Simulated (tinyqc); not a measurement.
Direct against trap-assisted paths: tunnelling through a thin dielectric with one trap, as a tight-binding chain.

Hopping -t everywhere, t = c/(m a^2), c = hbar^2/2m0; lead sites at 2t (band bottom 0), barrier sites 1 to N at 2t + phi, and site j has U besides. No voltage. Leads give S = -t exp(ika) on sites 1 and N, cos(ka) = 1 - E/(2t). T = (2 t sin(ka))^2 |G_1N|^2, G = (E - H - S)^-1. In the barrier cosh(q a) = 1 + (phi - E)/(2t).

Resonance: the lowest eigenvalue of H + S(E), iterated until its real part equals E (40 rounds from Eb = phi + 2t - sqrt(4t^2 + U^2), the level in an endless barrier). With v the normalised squared amplitudes of that state, Gamma_L = 2 t sin(ka) v_1, Gamma_R = 2 t sin(ka) v_N; Breit-Wigner T = Gamma_L Gamma_R/((E - Er)^2 + (Gamma_L + Gamma_R)^2/4).

Constants: hbar^2/2m0 = 3.80998211 eV angstrom^2.

Inputs chosen for the exercise (barrier and mass of the size used for Al2O3 on silicon; shifted at random, so the results belong to these values and not to a real crystal): a = 2 angstrom (site spacing); m = 0.3 m0 (mass, the same in leads and barrier); phi = 2.11 eV (conduction edge of the barrier above that of the leads); U = -3.83 eV (extra energy on the trap site).

N odd, the trap in the middle, j = (N + 1)/2. Direct T is that without trap at the energy Er; area = 2 pi Gamma_L Gamma_R/(Gamma_L + Gamma_R). The exponents are the slopes of the logarithms between the last two rows, per angstrom.

Against thickness:
```
N,N a (angstrom),Er (eV),direct T,area (meV)
5,10.0,1.0021,0.0117,739
7,14.0,1.0419,0.00132,234
9,18.0,1.0451,0.000136,73.3
11,22.0,1.0448,1.38e-05,23.2
15,30.0,1.0444,1.42e-07,2.35
17,34.0,1.0444,1.45e-08,0.748
```

Give the missing row, N = 13, N a (angstrom) = 26.0.

Computed row:
```
N   N a (angstrom)  Er (eV)  direct T  area (meV)
13            26.0   1.0445  1.40e-06        7.37
```

exponents (1/angstrom): direct 0.5716, through the trap 0.2859

The direct path falls as exp(-0.572 d) and the path through a central trap as exp(-0.286 d), 2.00 times more slowly, since each step crosses half the layer. From 5 to 17 sites the first loses 5.9 decades and the second 3.0: in thicker layers even few traps rule the leakage. Inelastic capture with phonons is left out.

(tinyqc, `OMP_NUM_THREADS=1 python tinyqc.py 1481438 1481439 out.jsonl`, Intel(R) Xeon(R) Processor @ 2.30GHz, 1 thread, shared host, about 0.1 s.)
